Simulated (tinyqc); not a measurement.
# Effective-mass impurity with a central-cell term, in a basis of Slater functions, step by step

A worked calculation. Computed by tinyqc, a small Python program that keeps every step. Command: `OMP_NUM_THREADS=1 python tinyqc.py 3028069 3028070 out.jsonl centralcell walk`. One thread of a shared host (Intel(R) Xeon(R) Processor @ 2.30GHz), about 0.01 s of CPU time with the checks. Intermediate numbers are printed to about 6 digits and carried at full precision; extremes and crossings named in words are read from the listed rows.

The envelope obeys H = -nabla^2 - (2/r) [Z + A exp(-kappa r)] in effective units, with kappa = a*/lambda; positive A deepens the well near the core.

Inputs (values chosen for the exercise, with mass and screening modelled on GaSb):
```
quantity                    value      unit
effective mass m           0.0399       m_0
dielectric constant eps      16.2         -
charge Z of the core            2         -
central-cell strength A       -27         -
central-cell range lambda     1.9  angstrom
basis size n                    4         -
smallest exponent zeta_1     0.46      1/a*
ratio beta of exponents       2.6         -
```

Impurity: donor, one isotropic band.

Constants: Ry = 13.605693123 eV; a_0 = 0.529177210903 angstrom.

## Effective units

Units: Ry* = Ry m/eps^2 and a* = a_0 eps/m, with m in m_0. kappa = a*/lambda; the hydrogenic ground state is bound by Z^2 Ry*.

Ry* = 2.06854 meV

a* = 214.854 angstrom

kappa = 113.081 1/a*

hydrogenic binding energy = 8.27415 meV

## Matrices over the s basis

zeta_i = zeta_1 beta^(i-1), i = 1..n. For s functions exp(-zeta r), with s = zeta_i + zeta_j: S = 2/s^3, T = zeta_i zeta_j S, V = -2 Z/s^2, W = -2 A/(s + kappa)^2; each function is normalised by dividing by sqrt(S_ii S_jj).

exponents (1/a*): 0.46  1.196  3.1096  8.08496

overlap S, lower triangle (symmetric):
```
         1        2        3        4
1  1.00000
2  0.71886  1.00000
3  0.30090  0.71886  1.00000
4  0.09196  0.30090  0.71886  1.00000
```

kinetic T (Ry*), lower triangle (symmetric):
```
          1         2        3        4
1    0.2116
2  0.395486  1.430416
3  0.430415   2.67349  9.66961
4  0.342018   2.90960  18.0728  65.3666
```

Coulomb V (Ry*), lower triangle (symmetric):
```
          1         2         3          4
1     -1.84
2  -2.38085    -4.784
3  -2.14820  -6.19022  -12.4384
4  -1.57164  -5.58532  -16.0946  -32.33984
```

central cell W (Ry*), lower triangle (symmetric):
```
            1          2         3        4
1  0.00161774
2  0.00669546  0.0277132
3   0.0271565   0.112427  0.456336
4    0.104726   0.433785   1.76301  6.83314
```

## Generalised eigenproblem

(T + V + W) c = E S c with c^T S c = 1 and the largest component positive.

two lowest levels (Ry*): -3.84661  -0.91196

coefficients of the lowest state: -0.155315  0.711592  0.486130  -0.057452

<T> = 3.68625 Ry*

<W> = 0.0845928 Ry*

## Converged levels

Large basis: zeta_i = 0.06 x 1.6^(i-1), i = 1..22, same formulas; for p functions r exp(-zeta r): S = 24/s^5, T = zeta_i zeta_j S (centrifugal term included), V = -12 Z/s^4, W = -12 A/(s + kappa)^4; overlap eigenvalues below 1e-11 are dropped. Binding energies are -E Ry*; the effective quantum number is nu = Z/sqrt(-E); |psi(0)|^2 is given relative to the hydrogenic Z^3/(pi a*^3).

1s binding energy = 8.07234 meV

2s binding energy = 2.04297 meV

2p binding energy = 2.06853 meV

effective quantum number of 1s = 1.01242

relative |psi(0)|^2 = 0.376335

The central cell moves 1s by -0.202 meV, 2s by -0.026 meV and 2p by a negligible amount: p states vanish at the core, so the 2p level gives the hydrogenic scale and 1s the chemical shift. The small basis lies 0.12 meV above the converged 1s level.

## Chemical shift by three methods

First order: shift = 8 A Z^3/(2 Z + kappa)^2 Ry*. One exponent: minimise zeta^2 - 2 Z zeta - 8 A zeta^3/(2 zeta + kappa)^2 by golden section on 0.2 to 6 Z. All shifts are the binding beyond Z^2 Ry*.

Shift of the 1s binding energy (meV):
```
A       first order  one exponent  large basis
27.00      0.260756      0.280148     0.377079
13.50      0.130378      0.134997     0.153736
-2.70     -0.026076     -0.025901    -0.025328
-6.75     -0.065189     -0.064109    -0.060682
-13.50    -0.130378     -0.126149    -0.113589
-27.00    -0.260756     -0.244514    -0.201816
-33.80    -0.326428     -0.301471    -0.239416
```

The three columns are ordered, first order <= one exponent <= large basis, since each is a variational bound with more freedom. At the largest attractive A first order gives 69 % and one exponent 74 % of the shift; at the most repulsive A the true shift is -0.239 meV against -0.326. Attraction pulls the envelope in and feeds itself, repulsion pushes it out and saturates.

## Convergence with the basis

The error is the lowest level above the large-basis value.

Error of the 1s level:
```
n  error (meV)  largest exponent (1/a*)
1      4.70728              4.60000e-01
2      0.89393              1.19600e+00
3      0.27514              3.10960e+00
4      0.11547              8.08496e+00
5      0.11547              2.10209e+01
6      0.09359              5.46543e+01
7      0.09288              1.42101e+02
8      0.09257              3.69463e+02
```

The error falls from 4.71 to 0.0926 meV. At n = 8 it falls by less than 5 %, where the largest exponent has not yet passed kappa by much.

Checks made by the program: the large basis at A = 0 against Z^2, Z^2/4 and Z^2/4 (relative difference 1e-05).
